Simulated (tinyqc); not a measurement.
From results back to parameters: hydrogenic donor in a hard-walled well (variational). Three cases, with inputs chosen for the exercise.

Problem. The binding energy was computed from a hidden position zi >= 0.

Trial function cos(pi z/L) exp(-r/lam), r measured from the donor at zi, walls at +/- L/2, one eps everywhere. Counted from the lowest subband, E(lam) = c/(m lam^2) - (q/eps) I0/I1, with I0 the integral of cos^2(pi z/L) exp(-2|z - zi|/lam) over the well and I1 the same with the factor (|z - zi| + lam/2); c = hbar^2/2m0, q = e^2/(4 pi eps0). The binding energy is -E at the minimum.

Constants: hbar^2/2m0 = 3.80998211 eV angstrom^2; e^2/(4 pi eps0) = 14.39964547 eV angstrom.

Find: zi; 2 zi/L.

Method. The binding falls steadily from the centre to the wall, so bisection in zi, with the minimum over lam at each step, finds one position.

Case 1.

Values chosen (out of a larger set: near those of Si, with one mean mass; not measured data): m = 0.312 m0 (mass); eps = 11.5 (dielectric constant); L = 58 angstrom (well width).

binding energy = 45.7996 meV

Solution.

zi = 8.0 angstrom
2 zi/L = 0.28

Case 2.

Values chosen (out of a larger set: near those of InGaAs; not measured data): m = 0.042 m0 (mass); eps = 13.9 (dielectric constant); L = 662 angstrom (well width).

binding energy = 3.7295 meV

Solution.

zi = 118.0 angstrom
2 zi/L = 0.36

Case 3.

Values chosen (out of a larger set: near those of Ge, with one mean mass; not measured data): m = 0.117 m0 (mass); eps = 15.9 (dielectric constant); L = 208 angstrom (well width).

binding energy = 9.0556 meV

Solution.

zi = 29.0 angstrom
2 zi/L = 0.28

Computed by tinyqc, one run a case: `OMP_NUM_THREADS=1 python tinyqc.py N N+1 out.jsonl` with N = 1252552, 1280032, 1280048; one thread of a shared Intel(R) Xeon(R) Processor @ 2.30GHz, about 0.05 s a run at most.
